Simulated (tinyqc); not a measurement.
# Inputs raised by 10 %, one at a time

Model: equation-of-state fits to an energy-volume table made by a known binding curve. Computed by tinyqc, a small Python program. Command: `OMP_NUM_THREADS=1 python tinyqc.py 3010219 3010220 out.jsonl eosfit sens`. One thread of a shared host (Intel(R) Xeon(R) Processor @ 2.30GHz), about 0.04 s of CPU time with the checks.

With x = (V/V_0)^(1/3), the energy per atom is E = D [m x^-n - n x^-m]/(n - m), so that B0 = D n m/(9 V_0) and B' = (n + m + 6)/3. B' = dB/dP at P = 0.

Inputs (values chosen for the exercise, for a model crystal):

| quantity | value | unit |
|---|---|---|
| cohesive energy D | 2.29 | eV/atom |
| true volume V_0 | 30.3 | angstrom^3/atom |
| repulsive exponent n | 8 | - |
| attractive exponent m | 2 | - |
| half-width of the volume window w | 0.04 | - |
| shift of the window centre s | 0.024 | - |
| points N | 7 | - |
| compression V/V_0 for the pressure test | 0.9 | - |
| noise amplitude | 0.067 | meV |

Binding curve: Mie. Noise: added.

numbers xi_j, drawn evenly from -1 to 1: 0.5304  0.0122  -0.8271  0.7647  0.7495  -0.6196  -0.0119  -0.3752  0.0166  0.0421  -0.1081  0.5117  -0.5045  -0.1589  0.1985  -0.6612  0.3536  0.4033  0.0953  -0.4751  -0.5928

Constants: 1 eV/angstrom^3 = 160.2176634 GPa.

Method:
- B0 and B' from the formulas above; P = -dE/dV at V = c V_0 (c the compression chosen), from the curve itself.
- Table: V_j = V_0 [1 + s + w (2 j/(N - 1) - 1)], j = 0..N-1, rounded to 0.001; E_j from the curve plus the noise amplitude times the listed numbers xi_j (xi_0 first), rounded to 1e-7 eV.
- Third-order Birch-Murnaghan is a cubic in u = V^(-2/3): fit it by linear least squares, find the minimum, and take B0 = V E''(V), B' = -1 - V E'''/E'' there.
- Errors are fitted minus exact, relative; the pressure at c V_0 uses P = (3 B0/2) (x^7 - x^5) [1 + (3/4)(B' - 4)(x^2 - 1)], x = (V0/V)^(1/3) with the fitted values.

Runs:

| input moved | from | to | exact B0 (GPa) | exact B' | exact pressure at c V_0 (GPa) | fitted pressure at c V_0 (GPa) |
|---|---|---|---|---|---|---|
| base run | - | - | 21.527 | 5.3333 | 3.0094 | 3.4470 |
| cohesive energy D (eV/atom) | 2.29 | 2.519 | 23.680 | 5.3333 | 3.3104 | 3.7469 |
| true volume V_0 (angstrom^3/atom) | 30.3 | 33.33 | 19.570 | 5.3333 | 2.7358 | 3.1332 |
| repulsive exponent n | 8 | 8.8 | 23.680 | 5.6000 | 3.3590 | 3.7892 |
| attractive exponent m | 2 | 2.2 | 23.680 | 5.4000 | 3.3216 | 3.7579 |
| half-width of the volume window w | 0.04 | 0.044 | 21.527 | 5.3333 | 3.0094 | 3.3354 |

Exponents ln(y'/y) / ln(x'/x):

| input | exact B0 | exact B' | exact pressure at c V_0 | fitted pressure at c V_0 |
|---|---|---|---|---|
| cohesive energy D | 1 | 0.000 | 1.000 | 0.875 |
| true volume V_0 | -1 | 0.000 | -1.000 | -1.002 |
| repulsive exponent n | 1 | 0.512 | 1.153 | 0.993 |
| attractive exponent m | 1 | 0.130 | 1.036 | 0.906 |
| half-width of the volume window w | 0 | 0.000 | 0.000 | -0.345 |

Among the inputs moved here: exact B0 answers most in size to cohesive energy D (exponent +1.000), and about equally to true volume V_0 (-1.000), repulsive exponent n (+1.000), attractive exponent m (+1.000); its exponent is below 0.0005 for half-width of the volume window w. Its exponent +1.000 in cohesive energy D: B0 scales with the binding energy. Its exponent -1.000 in true volume V_0: B0 is an energy per volume. Exact B' answers most in size to repulsive exponent n (exponent +0.512), next to attractive exponent m (+0.130); its exponent is below 0.0005 for cohesive energy D, true volume V_0, half-width of the volume window w. Exact pressure at c V_0 answers most in size to repulsive exponent n (exponent +1.153), next to attractive exponent m (+1.036); its exponent is below 0.0005 for half-width of the volume window w. Fitted pressure at c V_0 answers most in size to true volume V_0 (exponent -1.002), and about equally to repulsive exponent n (+0.993).
